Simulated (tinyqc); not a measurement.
X-ray photoelectron analysis of a thin oxide on a semiconductor: attenuation lengths, thickness, angle series and band offsets: one step, computed by the program tinyqc. Command: `OMP_NUM_THREADS=1 python tinyqc.py 3113216 3113217 out.jsonl xps walk`. One thread of a shared host (Intel(R) Xeon(R) Processor @ 2.30GHz), about 0.01 s of CPU time with the checks.

The same element is seen in the oxide and in the substrate, at nearly the same kinetic energy; films are flat and uniform, and the work function is ignored.

Question. Band offsets by core levels. Valence band offset = (E_core - E_v)(substrate) - (E_core - E_v)(oxide) + (core level separation at the interface, oxide less substrate). The separation is made here from the given offset; a uniform field F that raises the binding energy towards the surface shifts the oxide peak by e F <z>, <z> = d/(1 - exp(-x)) - d/x, x = d/(L_o cos theta), being the mean distance from the interface. Conduction band offset = oxide gap - substrate gap - valence band offset.

Inputs (values chosen for the exercise, modelled on SiO2 on silicon):
```
quantity                                       value     unit
oxide gap                                       8.95       eV
substrate gap                                   1.12       eV
oxide thickness d                               0.67       nm
emission angle from the normal                    60  degrees
valence band offset used to make the data       4.36       eV
core level less valence band top, substrate    98.89       eV
core level less valence band top, thick oxide  98.55       eV
field in the oxide                              0.67    MV/cm
```

d/(L_o cos theta) = 0.4222395

Give: separation without field; <z>; separation with field; apparent valence band offset; true conduction band offset; apparent conduction band offset.

Answer.

separation without field = 4.02 eV

<z> = 0.3585 nm

separation with field = 4.044 eV

apparent valence band offset = 4.384 eV

true conduction band offset = 3.47 eV

apparent conduction band offset = 3.446 eV

The field biases both offsets by 0.024 eV, in opposite directions. Caution: beyond about 60 degrees elastic scattering and roughness make a single attenuation length unreliable.
